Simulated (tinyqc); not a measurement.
Wide-gap-emitter heterojunction bipolar transistor, Gummel numbers and transit times: one step of the calculation.

One-dimensional n-p-n transistor in the forward active mode at low injection. In the base p(x) = NB exp(-eta x/wb) and ni(x)^2 = ni^2 exp((g0 + g1 x/wb)/Vt); electrons leave the base at vsat; band spikes at the emitter junction and recombination inside the emitter are ignored.

Problem. Gain, Early voltage and collector delay. ni = sqrt(Nc Nv) exp(-Eg/(2 Vt)), Eg in volts; GE = NE exp(-gE/Vt)(we/Dp + 1/Se); JC = J0 exp(VBE/Vt), J0 = q ni^2/GB; gain limited by back injection GE/GB, by base recombination tb/tauB, together 1/beta = the sum of the inverses; collector layer one-sided, Wc = sqrt(2 eps0 eps_r (Vbc + VCB)/(q NC)), Vbc = Vt ln(p(wb) NC/ni^2), Cjc = eps0 eps_r/Wc; Early voltage VA = GB q p(wb)/(f(wb) Cjc [1/Dn - (eta + g1/Vt)/(wb vsat)]), f(wb) = p(wb) exp(-(g0 + g1)/Vt), p(wb) = NB exp(-eta); tauC = Wc/(2 vsat).

Parameters, values chosen for the exercise; band and dielectric values close to those of gallium arsenide:
- T = 400 K (temperature)
- Eg = 1.4 eV (band gap)
- eps_r = 13.2 (relative permittivity)
- Nc = 6.68e17 cm^-3 (conduction-band density of states at T)
- Nv = 1.38e19 cm^-3 (valence-band density of states at T)
- vsat = 7.98e6 cm/s (saturation velocity)
- wb = 100 nm (neutral base width)
- NB = 4.7e19 cm^-3 (base doping at the emitter edge)
- eta = 0 (doping falls as exp(-eta x/wb))
- g0 = 0 eV (gap reduction at the emitter edge of the base)
- g1 = 0.006 eV (further gap reduction across the base (linear))
- Dn = 35 cm^2/s (electron diffusion coefficient in the base)
- NE = 7e17 cm^-3 (emitter doping)
- gE = -0.27 eV (gap reduction in the emitter (negative: wider gap))
- we = 91 nm (neutral emitter width)
- Dp = 0.88 cm^2/s (hole diffusion coefficient in the emitter)
- Se = 8e5 cm/s (recombination velocity at the emitter contact)
- tb = 3e-11 s (electron lifetime in the base)
- NC = 3.4e17 cm^-3 (collector doping)
- VCB = 0.8 V (collector-base reverse bias)

Constants: q = 1.602176634e-19 C, kB = 1.380649e-23 J/K, Vt = kB T/q, eps0 = 8.8541878128e-14 F/cm where lengths are in cm. Results are converted to the units shown.

GB = 1.7273791e13 s/cm^4
tauB = 2.4990767 ps

Find: ni; GE; J0; GE/GB; tb/tauB; beta; Wc; Cjc; VA; tauC.

Solution.

ni = 4.600e9 cm^-3
GE = 2.047e16 s/cm^4
J0 = 1.962e-13 A/cm^2
GE/GB = 1185
tb/tauB = 12.00
beta = 11.88
Wc = 97.58 nm
Cjc = 1.198 fF/um^2
VA = 1042 V
tauC = 0.6114 ps

The gain is limited more by recombination in the base. beta VA = 12400 V.

Range of the model: Heavy doping makes emitter or base degenerate; gE and g0 are to be read as apparent gap changes that include this.

tinyqc, about 0.01 s, one thread, Intel Xeon 2.30GHz (shared host): `OMP_NUM_THREADS=1 python tinyqc.py 2320166 2320167 out.jsonl`
